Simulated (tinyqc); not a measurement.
# Thermionic emission over a Gaussian spread of barriers, step by step

Computed by the program tinyqc: `OMP_NUM_THREADS=1 python tinyqc.py 2640032 2640033 out.jsonl`, one thread of a shared Intel Xeon 2.30GHz, about 0.01 s for the whole run. Printed values are rounded.

Metal on an n-type semiconductor with one parabolic valley; V > 0 is forward bias (metal positive). Patches of barrier height b are spread as a Gaussian with mean phi - r2 V and variance sg^2 + r3 V; each carries A* T^2 exp(-b/Vt) [exp(V/Vt) - 1].

Parameters, values chosen for the exercise; band and dielectric values close to those of indium phosphide:
- T = 300 K (temperature)
- me = 0.0805 m0 (electron mass)
- phi = 1.01 eV (barrier height seen from the metal)
- sg = 0.042 eV (standard deviation of the barrier heights)
- r2 = -0.059 (shift of the mean barrier per volt, with its sign reversed (rho2))
- r3 = -0.001 V (change of sg^2 per volt (rho3))
- V = 0.15 V (bias)
- nb = 9 (barrier heights sampled)

Constants: q = 1.602176634e-19 C, kB = 1.380649e-23 J/K, h = 6.62607015e-34 J s, m0 = 9.1093837015e-31 kg, Vt = kB T/q. Results are converted to the units shown.

## Apparent barrier, ideality and current

A* = 4 pi q me m0 kB^2/h^3 (times 1e-4 for A/(cm^2 K^2)). The mean of exp(-b/Vt) gives the apparent barrier phi_ap(V) = phi - r2 V - (sg^2 + r3 V)/(2 Vt), J = A* T^2 exp(-phi_ap/Vt) [exp(V/Vt) - 1], and 1/n = 1 + r2 + r3/(2 Vt).

A* = 9.67394 A/(cm^2 K^2)
phi_ap(0) = 0.975883 eV
phi_ap(V) = 0.987634 eV
n = 1.08500
J = 7.36043e-9 A/cm^2

## The same mean by Simpson's rule

With mean mu and deviation s at this bias, take nb equally spaced b from mu - s^2/Vt - 3.5 s to mu + s, the Gaussian density g(b) and y = g exp(-(b - mu)/Vt); the integral I of y gives phi_ap = mu - Vt ln I.

| point | b (eV) | g (1/eV) | y (1/eV) |
|---|---|---|---|
| 0 | 0.81581 | 2.82054e-5 | 0.0726629 |
| 1 | 0.84621 | 9.70512e-4 | 0.771340 |
| 2 | 0.87661 | 0.0188348 | 4.61816 |
| 3 | 0.90701 | 0.206162 | 15.5949 |
| 4 | 0.93742 | 1.27277 | 29.7021 |
| 5 | 0.96782 | 4.43179 | 31.9067 |
| 6 | 0.99822 | 8.70360 | 19.3315 |
| 7 | 1.02862 | 9.64073 | 6.60604 |
| 8 | 1.05902 | 6.02297 | 1.27323 |

I = 3.32566
phi_ap = 0.987785 eV

This differs from the closed form by 0.15 meV. The integrand peaks at b = 0.968 eV among these points, below the mean of 1.02 eV: low barriers carry the current.
